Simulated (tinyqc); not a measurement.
What moves the results: delta-doped layer in the Thomas-Fermi potential. A value that a table varies takes the place of the one given here.

All donors ionised in the plane z = 0, zero temperature, energies from the Fermi level EF of the Thomas-Fermi model, which lies at the bulk band edge; c = hbar^2/2m0, q = e^2/(4 pi eps0). Layer in a (001) plane: two valleys with m_z = ml, m_d = mt (unprimed) and four with m_z = mt, m_d = sqrt(ml mt) (primed); m3 = (ml mt^2)^(1/3), gv = 6. With n = (gv/3 pi^2)(m3 (-V)/c)^(3/2) and V'' = -(4 pi q/eps) n for z > 0, the solution is V = -b/(|z| + z0)^4 with sqrt(b) = 20/K, K = (4 pi q/eps)(gv/3 pi^2)(m3/c)^(3/2), and z0^5 = 4b/(e F0), e F0 = 2 pi q N/eps; 1e13/cm^2 = 1e-3/angstrom^2. Exchange and correlation are left out.

Subbands solve -(c/m_z) psi'' + V psi = E psi on 1280 points of spacing z0/80; up to ten levels for each group, kept if bound with an rms width below 2.5 z0.

Constants: hbar^2/2m0 = 3.80998211 eV angstrom^2; e^2/(4 pi eps0) = 14.39964547 eV angstrom.

Parameters, chosen for this exercise (near those of a delta-doped layer in Si; not measured data):
- ml = 0.91 m0 (longitudinal mass)
- mt = 0.195 m0 (transverse mass)
- eps = 11.6 (dielectric constant)
- Nl = (1.5, 3, 6, 10, 18, 30, 48) x 1e13/cm^2 (sheet densities)
- N = 15 x 1e13/cm^2 (donor sheet density)

## Doping density

The well, the lowest level and the filling anew; at zero temperature n_i = g m_d (mu - E_i)/(2 pi c), with mu fixed by sum n_i = N.

Results:
```
N (1e13/cm^2)  z0 (angstrom)  depth (eV)  lowest (eV)  next - lowest (eV)  occupied  share of lowest (%)
1.5                     29.4      0.0859      -0.0312              0.0153         2                 32.3
3.0                     25.6      0.1496      -0.0594              0.0274         3                 30.7
6.0                     22.3      0.2605      -0.1123              0.0486         3                 29.1
10                      20.1      0.3919      -0.1788              0.0737         3                 27.9
18                      17.9      0.6272      -0.3038              0.1181         4                 26.6
30                      16.1      0.9439      -0.4798              0.1771         4                 25.4
48                      14.7      1.3747      -0.7285              0.2560         4                 24.4
```

The depth grows as N^(4/5) and z0 shrinks as N^(-1/5): factors 16.0 and 2.00 for 32 times the doping. The lowest level deepens faster, with exponent 0.91, since the zero-point energy takes a smaller share of a deeper well (64 % falling to 47 %). The number of occupied subbands is 2 in the first row and 4 in the last. Depths beyond about 0.5 eV stretch parabolic valleys past their range.

## What each parameter does

z0, depth, lowest level and its rms width. Each row changes one parameter from the base and keeps the others.

Results:
```
case               z0 (angstrom)  depth (eV)  lowest (eV)  rms z (angstrom)
base                       18.53      0.5421      -0.2578              4.22
N = 9 x 1e13/cm^2          20.53      0.3603      -0.1625              5.16
eps = 10.4                 17.36      0.5663      -0.2634              4.12
ml = 1.046 m0              18.03      0.5272      -0.2542              4.00
mt = 0.166 m0              19.77      0.5782      -0.2882              4.11
```

The largest shifts from the base row, up to three for each result and ties (the steps differ in size, so this ranks the rows, not the parameters). z0 (angstrom): N +1.99, mt +1.23, eps -1.18. depth (eV): N -0.1819, mt +0.0361, eps +0.0242. lowest (eV): N +0.0954, mt -0.0304, eps -0.0056. rms z (angstrom): N +0.94, ml -0.22, mt -0.11.

tinyqc: `OMP_NUM_THREADS=1 python tinyqc.py 1251007 1251008 out.jsonl`; about 0.1 s, one thread, shared Intel(R) Xeon(R) Processor @ 2.30GHz.
